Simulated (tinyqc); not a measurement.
From exact pressure at c V_0 back to stiffness eta: equation-of-state fits to an energy-volume table made by a known binding curve. Computed by tinyqc, a small Python program. Command: `OMP_NUM_THREADS=1 python tinyqc.py 3031017 3031018 out.jsonl eosfit inv`. One thread of a shared host (Intel(R) Xeon(R) Processor @ 2.30GHz), about 0.03 s of CPU time with the checks.

With x = (V/V_0)^(1/3), the energy per atom is E = D [exp(-2 eta (x - 1)) - 2 exp(-eta (x - 1))], so that B0 = 2 D eta^2/(9 V_0) and B' = 1 + eta. B' = dB/dP at P = 0.

Inputs (values chosen for the exercise, for a model crystal): cohesive energy D = 6.82 eV/atom; true volume V_0 = 20.1 angstrom^3/atom; compression V/V_0 for the pressure test = 0.8.

Binding curve: Morse. Noise: added.

Constants: 1 eV/angstrom^3 = 160.2176634 GPa.

Method. B0 and B' from the formulas above; P = -dE/dV at V = c V_0 (c the compression chosen), from the curve itself.

Problem. A run gave the result below. Find the stiffness eta, known to lie between 1.7 and 5.4.

exact pressure at c V_0 = 29.77592 GPa

Solution.

Each step takes the trial c = (a f_b - b f_a)/(f_b - f_a), f being the result less the target and a, b, c the logarithms of the listed values; c replaces end b, the old b replaces a if the sign of f changed, and otherwise f_a is halved.

Scan of the range:
```
stiffness eta  exact pressure at c V_0 (GPa)
1.70                                  10.466
2.06                                  15.979
2.50                                  24.685
3.03                                  38.411
3.67                                  60.421
4.45                                  96.736
5.40                                 158.083
```

False position (Illinois rule, in the logarithm of the input) inside the bracket:
```
step    end a    end b    trial  exact pressure at c V_0 (GPa)
1     2.50000  3.03000  2.68480                        29.0463
2     3.03000  2.68480  2.71022                        29.6808
3     3.03000  2.71022  2.71674                        29.8450
4     2.71022  2.71674  2.71400                        29.7758
5     2.71674  2.71400  2.71400                        29.7759
6     2.71674  2.71400  2.71400                        29.7759
7     2.71400  2.71400  2.71400                        29.7759
```

Exact pressure at c V_0 rises at every point of a 13-point scan of the range (every second point is shown), so one value fits; it is bracketed by 2.50 and 3.03. Answer: stiffness eta = 2.714.
